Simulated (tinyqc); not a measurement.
True capacitance, leakage and series resistance from two frequencies.

Problem. A capacitance C in parallel with G and in series with Rs is measured as Cp and D = Gp/(w Cp) at two frequencies. The series reading Cs = Cp (1 + D^2) equals C + G^2/(w^2 C), and Re Z = D/(w Cp (1 + D^2)) = Rs + G/(G^2 + w^2 C^2). Find C, G and Rs.

f (Hz): 2e5  6e5
Cp (pF): 36.8802184  36.8303733
D: 0.184089327  0.0961274540

Answer. w^2 Cs = w^2 C + G^2/C is a straight line in w^2 with slope C; the intercept gives G, and the real part then gives Rs.

C = 37.05 pF
G = 7.946 uS
Rs = 280.0 ohm

Program tinyqc, `OMP_NUM_THREADS=1 python tinyqc.py 2022049 2022050 out.jsonl`; Intel Xeon 2.30GHz, shared host, one thread, about 0.01 s.
